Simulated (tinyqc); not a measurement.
# Trench capacitor in an array: capacitance, non-linearity, leakage and relaxation, step by step

Computed by the program tinyqc: `OMP_NUM_THREADS=1 python tinyqc.py 2102031 2102032 out.jsonl`, one thread of a shared Intel Xeon 2.30GHz, about 0.01 s for the whole run. Printed values are rounded.

A film between two metal electrodes, each interface adding a series capacitance ci. The small-signal permittivity is ek (1 + aq E^2); the field is found with the linear permittivity. Leakage J = J0 sinh(E/Ef). After a voltage step the film passes a relaxation current kr C V tt^(-nr), tt being the time in seconds. The sidewall is a coaxial capacitor with radii a = dm/2 - t and b = dm/2, depth AR dm; the end face is left out.

Inputs (values chosen for the exercise); permittivity of the order of that of zirconium oxide: relative permittivity of the film ek = 33.3; film thickness t = 21 nm; capacitance of each electrode interface (dead layer and screening) ci = 31 uF/cm^2; quadratic field coefficient of the permittivity aq = 0.011 cm^2/MV^2; bias V = 1.2 V; leakage prefactor J0 = 3.1e-11 A/cm^2; field for an e-fold rise of the leakage Ef = 0.44 MV/cm; diameter of the hole dm = 180 nm; aspect ratio, depth over diameter AR = 30; pitch of the square array pt = 280 nm; resistivity of the inner electrode rho = 340 uohm cm.

Constants: eps0 = 8.8541878128e-14 F/cm where lengths are in cm. Results are converted to the units shown.

## Planar capacitance, field and non-linearity

Planar film: Cf = eps0 ek/t, 1/C = 1/Cf + 2/ci, EOT = 3.9 eps0/C, effective permittivity C t/eps0, E = (V/t) C/Cf; quadratic coefficient [C(V)/C - 1]/V^2 with Cf (1 + aq E^2) in C(V).

Cf = 1.404021 uF/cm^2
C = 1.287405 uF/cm^2
EOT = 2.682242 nm
effective permittivity = 30.53415
E = 0.5239666 MV/cm
quadratic coefficient = 1922.517 ppm/V^2
J = 4.628073e-11 A/cm^2

The interfaces take 8.31 % of the voltage.

## Cell capacitance, fields and time constant

Per length 1/c = ln(b/a)/(2 pi eps0 ek) + (1/a + 1/b)/(2 pi ci); cell capacitance c AR dm; per footprint over pt^2; fields c V/(2 pi eps0 ek r) at r = a and b; resistance of the inner electrode rho AR dm/(pi a^2); time constant R C/3 of the distributed line.

a = 69 nm
b = 90 nm
cell capacitance = 34.48941 fF
capacitance per footprint = 43.99160 uF/cm^2
field at a = 0.5995858 MV/cm
field at b = 0.4596825 MV/cm
R = 1.227509 kohm
R C/3 = 14.11202 ps

The array gives 34.2 times the planar capacitance per footprint; curvature makes the field at the inner electrode 1.14 times the planar value.
